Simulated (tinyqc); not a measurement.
Which input was changed? Model: a particle near a wafer in liquid: double-layer and van der Waals forces (DLVO), deposition barrier and removal. Computed by tinyqc, a small Python program. Command: `OMP_NUM_THREADS=1 python tinyqc.py 3110836 3110837 out.jsonl dlvo which`. One thread of a shared host (Intel(R) Xeon(R) Processor @ 2.30GHz), about 0.04 s of CPU time with the checks.

Sphere and flat wall, Derjaguin approximation, constant potentials in the linear-superposition form, no retardation and no hydration force.

Inputs (values chosen for the exercise, of the order of those for silica on silicon in water): particle radius R = 150 nm; Hamaker constant A = 1.1e-20 J; potential of the particle psi_1 = -29 mV; potential of the wafer psi_2 = -26 mV; salt concentration c = 0.0022 mol/L; valence z of the symmetric salt = 1; temperature T = 343 K; dielectric constant of the liquid = 63.7; contact distance h0 = 0.4 nm; contact radius over R = 0.039; viscosity = 1 mPa s.

Constants: e = 1.602176634e-19 C; N_A = 6.02214076e+23 1/mol; eps_0 = 8.8541878128e-12 F/m; k_B = 1.380649e-23 J/K; k_B = 8.617333262e-05 eV/K.

Method:
- kappa^2 = 2 z^2 e^2 N_A (1000 c)/(eps eps_0 k_B T); gamma_i = tanh(z e psi_i/(4 k_B T)); Z = 64 pi eps eps_0 (k_B T/(z e))^2 gamma_1 gamma_2.
- U(h) = Z R exp(-kappa h) - A R/(6 h); F(h) = -dU/dh = kappa Z R exp(-kappa h) - A R/(6 h^2), positive for repulsion.
- F = 0 reads x^2 exp(-x) = y with x = kappa h and y = A kappa/(6 Z); the left side peaks at x = 2 with 4/e^2 = 0.5413, so roots exist for smaller y: x < 2 is the barrier, x > 2 the secondary minimum.
- Adhesion F_a = A R/(6 h0^2) [1 + a^2/(R h0)] - kappa Z R exp(-kappa h0), a the contact radius. Drag in a shear flow F_d = 1.7 x 6 pi mu R^2 G, acting at 1.4 R; rolling starts when 1.4 R F_d = a F_a. Wall shear stress = mu G.

Problem. One of these inputs alone was changed, within the range given: particle radius R (75 to 300); Hamaker constant A (5.5e-21 to 2.2e-20); salt concentration c (0.0011 to 0.0044); contact distance h0 (0.2 to 0.8). Which one, and to what value?

Results:
```
run     energy at the secondary minimum (k_B T)  barrier height (k_B T)  wall shear stress for rolling (Pa)
before                                -1.182176                90.36595                             99.8104
after                                 -1.097959                92.47219                            100.0668
```

Solution.

Each candidate set to reproduce energy at the secondary minimum, and what it then gives:
```
candidate                         range searched  value needed  barrier height (k_B T)  wall shear stress for rolling (Pa)
particle radius R (nm)                 75 to 300         139.3                  83.928                              104.56
Hamaker constant A (J)        5.5e-21 to 2.2e-20     1.033e-20                  92.472                               93.45
salt concentration c (mol/L)    0.0011 to 0.0044      0.001940                  92.472                              100.07
contact distance h0 (nm)              0.2 to 0.8     no effect                       -                                   -
```

Only salt concentration c fits every result: it went from 0.0022 to 0.00194 mol/L. The next best candidate, Hamaker constant A, misses one result by 6.6 %.
